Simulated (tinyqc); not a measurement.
Worked calculation: dielectric confinement in a thin film (image charges). Values are carried at full precision from step to step, so a last printed digit may differ when a step is redone from the rounded ones.

A film |z| < t/2 of dielectric constant eps between half-spaces of dielectric constant e2; lam = (eps - e2)/(eps + e2), q = e^2/(4 pi eps0). The self-energy of a band edge is taken with the high-frequency value, e2 = eh, and the field of a fixed ion with the static one, e2 = eo. A charge at z has images lam^|n| at n t + (-1)^n z. Its self-energy is S(z) = (q/2 eps) sum over n >= 1 of lam^n [1/(n t - 2z) + 1/(n t + 2z)] for odd n and 2 lam^n/(n t) for even n; at the centre S(0) = -(q/(eps t)) ln(1 - lam).

Constants: e^2/(4 pi eps0) = 14.39964547 eV angstrom; hbar^2/2m0 = 3.80998211 eV angstrom^2; Ry = 13.60569312 eV.

Values chosen for the exercise (near those of a Si (100) film, two-fold valleys, between layers of a low-k oxide; not measured data): t = 82 angstrom (film thickness); eps = 11.7 (dielectric constant of the film); eh = 1.9 (high-frequency dielectric constant outside); mz = 0.922 m0 (mass across the film); eo = 2.6 (static dielectric constant outside); m = 0.193 m0 (mass in the plane).

## Images for a charge at the centre

Give lam, the first five terms (q/eps) lam^n/(n t), their sum and the closed form.

lam = 0.7206

terms (meV): 10.82  3.90  1.87  1.01  0.58

sum of five = 18.18 meV
S(0) = 19.14 meV

The surroundings screen less than the film, so the images repel and each band edge moves outwards: the gap changes by about 2 S = +38 meV. The static value 2.6 would give S(0) = +15.2 meV.

## Self-energy across the film

S at 2z/t = 0, 0.2, 0.4, 0.6, 0.8 and 0.9, summed to n = 399.

Self-energy:

| 2z/t | z (angstrom) | S (meV) |
|---|---|---|
| 0.0 | 0.0 | 19.14 |
| 0.2 | 8.2 | 19.60 |
| 0.4 | 16.4 | 21.24 |
| 0.6 | 24.6 | 25.31 |
| 0.8 | 32.8 | 38.53 |
| 0.9 | 36.9 | 65.45 |

Towards the wall S diverges as (q lam/4 eps)/(distance), an artefact of the abrupt interface that the vanishing envelope makes harmless.

## Shift of the subband edge

First order: <S> over the envelope (2/t) cos^2(pi z/t), beside the confinement energy c (pi/t)^2/mz, c = hbar^2/2m0.

<S> = 21.54 meV
confinement energy = 6.07 meV

|<S>| is 3.55 times the confinement energy; the first goes as 1/t and the second as 1/t^2, so they are equal at t = 23 angstrom.

## Binding of a donor

Donor at the centre, lam from the static eo, trial function cos(pi z/t) exp(-rho/l): E(l) = c/(m l^2) - (q/eps) times the integral over k of F(k t) (1 + (k l/2)^2)^(-3/2), with F(x) = F0 + 2 lam exp(-x) G/(1 - lam exp(-x)), F0 = 2[(1 - exp(-x/2))/x + x (1 + exp(-x/2))/(x^2 + 4 pi^2)], G = 2 sinh(x/2)[1/x - x/(x^2 + 4 pi^2)]; c = hbar^2/2m0. The binding energy is -E at the minimum, counted from the subband edge with its self-energy.

Minimise over l with and without images (lam = 0); Ry* = Ry m/eps^2.

Donor:

| case | l (angstrom) | binding (meV) | in Ry* |
|---|---|---|---|
| no images | 34.3 | 30.7 | 1.60 |
| with images | 32.5 | 59.7 | 3.11 |

Ry* = 19.18 meV

The images change the binding by +29.0 meV, against -2 (q/(eps t)) ln(1 - lam) = +30.4 meV for an orbit much smaller than t. At 300 K the binding is 2.3 kB T. The next even subband, the first that a centred donor mixes in, lies within about the binding energy, so one cosine is a poor basis and the binding is understated. The film is 2.6 times a* = a0 eps/m thick, where this separable function underbinds.

## Checks

- S(0) from the series against the closed form, meV: both 19.14.
- F(2.3) for lam = 0.7206 from a direct sum over images against the closed form: both 0.8992.

tinyqc: `OMP_NUM_THREADS=1 python tinyqc.py 1281137 1281138 out.jsonl`; about 0.09 s, one thread, shared Intel(R) Xeon(R) Processor @ 2.30GHz.
